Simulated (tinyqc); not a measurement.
Cluster expansion of a binary alloy: correlations, fit, cross-validation and ground states: one step, computed by the program tinyqc. Command: `OMP_NUM_THREADS=1 python tinyqc.py 3020982 3020983 out.jsonl clex walk`. One thread of a shared host (Intel(R) Xeon(R) Processor @ 2.30GHz), about 0.02 s of CPU time with the checks.

s = +1 for A and -1 for B. Energy per site E = J0 + J1 P(point) + sum over clusters of m V P, with P the mean product of spins; V > 0 on a pair favours unlike neighbours. Clusters per site m: pair 1 4, pair 2 3, pair 3 6, triplet 12; the triplet is two first-neighbour bonds closed by a second-neighbour bond. Formation energies are counted from the line between pure A and pure B, which removes J0 and J1.

Task: The random alloy and its short-range order. Random alloy: P(pair) = p^2, P(triplet) = p^3, p = 1 - 2x, so H_mix = (p^2 - 1) sum m V(pairs) + (p^3 - p) m Vt; G_mix = H_mix + k_B T [x ln x + (1 - x) ln(1 - x)]. To first order in 1/T the Warren-Cowley parameter of shell 1 is alpha_1 = -(1 - p^2) V_eff/(k_B T), V_eff = V1 + (number of triplets on a first-neighbour bond) p Vt, that number being 6.

Inputs (values chosen for the exercise, for a model alloy):
```
quantity                    value  unit
first-pair interaction V1    22.6   meV
second-pair interaction V2   -2.6   meV
third-pair interaction V3     3.2   meV
triplet interaction Vt        5.6   meV
temperature T                 990     K
fraction x of B              0.48     -
```

Lattice: bcc.

Constants: k_B = 8.617333262e-05 eV/K.

Give: mixing enthalpy H_mix; mixing free energy G_mix; alpha_1.

Result:

mixing enthalpy H_mix = -104.32 meV/site

mixing free energy G_mix = -163.39 meV/site

alpha_1 = -0.28022

alpha_1 < 0: unlike neighbours are preferred. Caution: G_mix lies above the hull of the ordered structures at this x, so the random alloy is not the equilibrium state at T. Caution: so large an alpha_1 is beyond the first-order expansion.
